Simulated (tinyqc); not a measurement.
# IGBT as a p-i-n diode in series with a MOS channel, on-state and switching loss: effect of the current density

High injection (n = p) in a drift layer from x = -W/2 (anode) to +W/2 (cathode side), recombination only in the layer with lifetime tau, ideal emitters. The channel feeds the cathode side and carries the whole current. Auger recombination, carrier-carrier scattering, emitter losses and the carrier dip under the p body are left out.

b = mn/mp, B = (b - 1)/(b + 1), La = sqrt(2 Vt mn mp tau/(mn + mp)), y = W/(2 La). n(x) = (tau J/(2 q La))[cosh(x/La)/sinh y - B sinh(x/La)/cosh y]. Vm = Vt [(8 b/(b + 1)^2)(sinh y/s) arctan(s sinh y) + B ln((1 + B tanh^2 y)/(1 - B tanh^2 y))], s = sqrt(1 - B^2 tanh^2 y); Vj = Vt ln(n(-W/2) n(W/2)/ni^2), ni = sqrt(Nc Nv) exp(-Eg/(2 Vt)), Eg in volts; Vc = J Rch; Von = Vm + Vj + Vc. Stored charge tau J, turn-off energy Eoff = ks tau J Vdc, loss at half duty 0.5 J Von + f Eoff. A unipolar device on the same layer has Vu = J (W/(q mn Nd) + Rch).

Inputs (values chosen for the exercise); material values close to those of silicon: temperature T = 300 K; band gap Eg = 1.1 eV; conduction-band density of states at T Nc = 2.81e19 cm^-3; valence-band density of states at T Nv = 2.67e19 cm^-3; electron mobility mn = 1400 cm^2/(V s); hole mobility mp = 480 cm^2/(V s); width of the drift layer W = 200 um; doping of the drift layer Nd = 3.5e13 cm^-3; high-injection lifetime tau = 4.5 us; channel and accumulation resistance Rch = 3.9 mohm cm^2; link voltage Vdc = 1200 V; turn-off energy per stored charge and link voltage ks = 0.13; switching frequency f = 2 kHz.

Constants: q = 1.602176634e-19 C, kB = 1.380649e-23 J/K, Vt = kB T/q. Results are converted to the units shown.

The same in every row: y = 1.0965.

Effect of the current density:
```
J (A/cm^2)  Von (V)   Vu (V)  Eoff (mJ/cm^2)  total loss (W/cm^2)
0.3         0.60037  0.76544         0.21060              0.51126
0.76        0.65023   1.9391         0.53352               1.3141
1.9         0.70205   4.8478          1.3338               3.3345
4.8         0.76128   12.247          3.3696               8.5663
12          0.83673   30.617          8.4240               21.868
31          0.95990   79.095          21.762               58.402
78           1.1909   199.01          54.756               155.96
200          1.7154   510.29          140.40               452.34
500          2.9328   1275.7          351.00               1435.2
```

As J goes from 0.3 to 500 A/cm^2, Von rises from 0.600 to 2.93 V, Eoff rises from 0.211 to 351 mJ/cm^2 and the total loss rises from 0.511 to 1440 W/cm^2. Von is below Vu in 9 of the 9 rows. For J = 200 to 500 A/cm^2 the density at the anode passes 2e17 cm^-3, where Auger recombination and emitter losses matter.

Program tinyqc, `OMP_NUM_THREADS=1 python tinyqc.py 2590060 2590061 out.jsonl`; Intel Xeon 2.30GHz, shared host, one thread, about 0.01 s.
